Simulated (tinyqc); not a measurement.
# Undoped symmetric double-gate MOSFET, analytic potential model: effects of single changes

An undoped body of thickness ts between two equal insulators and tied gates; long channel, electrons only, n = ni exp((psi - V)/Vt) with V the quasi-Fermi potential (0 at the source, Vd at the drain), constant mobility, no quantisation. Across the body psi(x) = V - 2 Vt ln[(ts/(2 beta)) sqrt(q ni/(2 eps0 eps_r Vt)) cos(2 beta x/ts)], x from the centre. Q is the electron charge per area of the whole body.

Inputs (values chosen for the exercise); material values those of a made-up semiconductor:
```
symbol,value,unit,meaning
T,293,K,temperature
Eg,0.922,eV,band gap
eps_r,10.8,,relative permittivity of the semiconductor
Nc,3.13e19,cm^-3,conduction-band density of states at T
Nv,2.45e19,cm^-3,valence-band density of states at T
eox,22.9,,relative permittivity of the gate insulator
tox,7.3,nm,insulator thickness
ts,5,nm,body thickness
dphi,0.23,V,gate work function less that of the intrinsic body
mu,660,cm^2/(V s),channel mobility
L,0.2,um,gate length
Vd,0.05,V,drain voltage
```

Constants: q = 1.602176634e-19 C, kB = 1.380649e-23 J/K, Vt = kB T/q, eps0 = 8.8541878128e-14 F/cm where lengths are in cm. Results are converted to the units shown.

Each table varies one quantity; the others keep the values above.

## Output curve

ni = sqrt(Nc Nv) exp(-Eg/(2 Vt)), Eg in volts; r = eps_r tox/(eox ts); V0 = dphi + 2 Vt ln[(2/ts) sqrt(2 eps0 eps_r Vt/(q ni))]. beta (between 0 and pi/2) solves (Vg - V0 - V)/(2 Vt) = ln(beta) - ln(cos beta) + 2 r beta tan(beta). Q = 8 eps0 eps_r Vt beta tan(beta)/ts; I = mu (1/L)(4 eps0 eps_r/ts)(2 Vt)^2 [g(beta_s) - g(beta_d)] per width, g = beta tan(beta) - beta^2/2 + r beta^2 tan^2(beta), with beta_s at V = 0 and beta_d at V = Vd.

In this table Vg = 0.95 V.

Result of one run:
```
Vd (V)	Qd (nC/cm^2)	Qd/Qs	I (uA/um)
0.17	576.4	0.4361	527.5
```

What becomes of these results when the drain voltage Vd is changed from 0.17 to 0.44 V, all else the same?

Result of the changed run:
```
Vd (V)	Qd (nC/cm^2)	Qd/Qs	I (uA/um)
0.44	1.684	0.001274	690.7
```

The whole series:
```
Vd (V)	Qd (nC/cm^2)	Qd/Qs	I (uA/um)
0.06	1047	0.7921	234.4
0.11	826.7	0.6254	388.8
0.17	576.4	0.4361	527.5
0.22	384.9	0.2912	606.5
0.28	188.0	0.1423	662.5
0.33	71.24	0.05389	683.1
0.38	15.97	0.01208	689.4
0.44	1.684	0.001274	690.7
0.49	0.2354	1.781e-4	690.8
```

The current rises from 234 to 691 uA/um, while the charge at the drain end falls from 0.79 to 1.8e-4 of that at the source. The current first comes within 1 % of its last value at Vd = 0.38 V among the rows. Over the last rows Qd falls by a factor of e for each Vt of drain voltage: the drain end is in weak inversion. In every row the surface density at the source passes 0.3 Nc, where Boltzmann statistics fail. For Vd = 0.11 to 0.49 V mu V/L, with V the smaller of Vd and Vg - V0, passes 3e6 cm/s, so velocity saturation would lower the current. In every row the body is thin enough for quantum confinement, left out here, to raise the threshold.

## Effect of the insulator thickness

Q = 8 eps0 eps_r Vt beta tan(beta)/ts; I = mu (1/L)(4 eps0 eps_r/ts)(2 Vt)^2 [g(beta_s) - g(beta_d)] per width, g = beta tan(beta) - beta^2/2 + r beta^2 tan^2(beta), with beta_s at V = 0 and beta_d at V = Vd.  I(low) is taken at Vg = 0.4 V, Qs and I(high) at Vg = 1.15 V.

The same in every row: V0 (V) = 0.6469.

Effect of the insulator thickness:
```
tox (nm)	I(low) (nA/um)	Qs(high) (nC/cm^2)	I(high) (uA/um)
2.4	1.574	6138	951.8
3.5	1.574	4401	684.1
5.1	1.574	3152	491.0
7.3	1.573	2289	357.2
11	1.573	1584	247.6
15	1.573	1196	187.3
22	1.573	844.1	132.3
```

Read the table: what changes, and by how much?

As tox goes from 2.4 to 22 nm, I(low) stays near 1.57 nA/um and I(high) falls from 952 to 132 uA/um. On average I(low) is independent of tox and I(high) goes as tox^(-0.89). Below threshold no voltage drops over the insulator in this long-channel model, so its thickness does not matter there. In every row the surface density at the source at the higher gate voltage passes 0.3 Nc, where Boltzmann statistics fail. In every row the body is thin enough for quantum confinement, left out here, to raise the threshold.

## Effect of the gate work function less that of the intrinsic body

Same model as above.

Effect of the gate work function less that of the intrinsic body:
```
dphi (V)	V0 (V)	I(low) (nA/um)	Qs(high) (nC/cm^2)	I(high) (uA/um)
0.08	0.4969	575.0	3045	481.4
0.13	0.5469	82.12	2791	439.6
0.18	0.5969	11.39	2539	398.2
0.23	0.6469	1.573	2289	357.2
0.28	0.6969	0.2172	2042	316.7
0.33	0.7469	0.02998	1798	276.7
0.38	0.7969	0.004138	1557	237.5
```

What does the table show?

As dphi goes from 0.08 to 0.38 V, I(low) falls from 575 to 0.00414 nA/um and I(high) falls from 481 to 237 uA/um. V0 rises from 0.497 to 0.797 V. In every row the surface density at the source at the higher gate voltage passes 0.3 Nc, where Boltzmann statistics fail. In every row the body is thin enough for quantum confinement, left out here, to raise the threshold.

Program tinyqc, `OMP_NUM_THREADS=1 python tinyqc.py 2440094 2440095 out.jsonl`; Intel Xeon 2.30GHz, shared host, one thread, about 0.02 s.
